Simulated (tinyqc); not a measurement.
Gated graphene, quantum capacitance: one step of the calculation.

phi is the Fermi level above the Dirac point, in volts; Vg is counted from the gate voltage of charge neutrality. Ideal linear bands, no charge puddles.

Task. New phi. N0 = (2/pi)(kB T/(hbar vF))^2; n = N0 F1(phi/Vt), p = N0 F1(-phi/Vt), F1(e) = int_0^infinity u du/(1 + exp(u - e)) = -Li2(-exp(e)); Cq = q d(n - p)/dphi = (q N0/Vt) ln[2 (1 + cosh(phi/Vt))]. Newton: f = phi + q (n - p + Dit phi)/Cox - Vg, phi(new) = phi - f/(1 + (Cq + q Dit)/Cox).

Parameters, values chosen for the exercise; values close to those of graphene:
```
symbol   value         unit           meaning
T          150            K       temperature
vF      1.09e6          m/s    Fermi velocity
Dit     1.9e12  cm^-2 eV^-1  density of traps
Vg       -1.02            V      gate voltage
```

Constants: q = 1.602176634e-19 C, kB = 1.380649e-23 J/K, hbar = 1.054571817e-34 J s, Vt = kB T/q. Results are converted to the units shown.

phi at the start = -1.02 V
Cox = 0.37061100 uF/cm^2

Give: n; p; Cq; f; phi after iteration 1.

Result.

n = 1.1085e-24 cm^-2
p = 6.4372e13 cm^-2
Cq = 20.212 uF/cm^2
f = -28.666 V
phi after iteration 1 = -0.51136 V

Numbers from tinyqc (`OMP_NUM_THREADS=1 python tinyqc.py 2200047 2200048 out.jsonl`; about 0.01 s on one thread of a shared Intel Xeon 2.30GHz).
